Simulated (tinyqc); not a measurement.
From results back to parameters: dielectric confinement in a thin film (image charges). Five cases, with inputs chosen for the exercise.

Problem. The self-energy at the centre was computed from a hidden eh.

A film |z| < t/2 of dielectric constant eps between half-spaces of dielectric constant e2; lam = (eps - e2)/(eps + e2), q = e^2/(4 pi eps0). The self-energy of a band edge is taken with the high-frequency value, e2 = eh, and the field of a fixed ion with the static one, e2 = eo. A charge at z has images lam^|n| at n t + (-1)^n z. Its self-energy is S(z) = (q/2 eps) sum over n >= 1 of lam^n [1/(n t - 2z) + 1/(n t + 2z)] for odd n and 2 lam^n/(n t) for even n; at the centre S(0) = -(q/(eps t)) ln(1 - lam).

Constants: e^2/(4 pi eps0) = 14.39964547 eV angstrom.

Case 1.

Values chosen: t = 24 angstrom (film thickness); eps = 15.6 (dielectric constant of the film).
S(0) = 35.2411 meV

Case 2.

Values chosen: t = 42 angstrom (film thickness); eps = 11.7 (dielectric constant of the film).
S(0) = 26.2583 meV

Case 3.

Values chosen: t = 36 angstrom (film thickness); eps = 11.4 (dielectric constant of the film).
S(0) = 40.9676 meV

Case 4.

Values chosen: t = 72 angstrom (film thickness); eps = 11.5 (dielectric constant of the film).
S(0) = 14.8948 meV

Case 5.

Values chosen: t = 72 angstrom (film thickness); eps = 11.5 (dielectric constant of the film).
S(0) = 11.5023 meV

Find: lam; eh.

Solution. lam = 1 - exp(-S(0) eps t/q), and eh = eps (1 - lam)/(1 + lam).

Case 1.

lam = 0.6000
eh = 3.9

Case 2.

lam = 0.5918
eh = 3.0

Case 3.

lam = 0.6889
eh = 2.1

Case 4.

lam = 0.5753
eh = 3.1

Case 5.

lam = 0.4839
eh = 4.0

Computed by tinyqc, one run a case: `OMP_NUM_THREADS=1 python tinyqc.py N N+1 out.jsonl` with N = 1251167, 1251171, 1251173, 1251201, 1251202; one thread of a shared Intel(R) Xeon(R) Processor @ 2.30GHz, about 0.07 s a run at most.
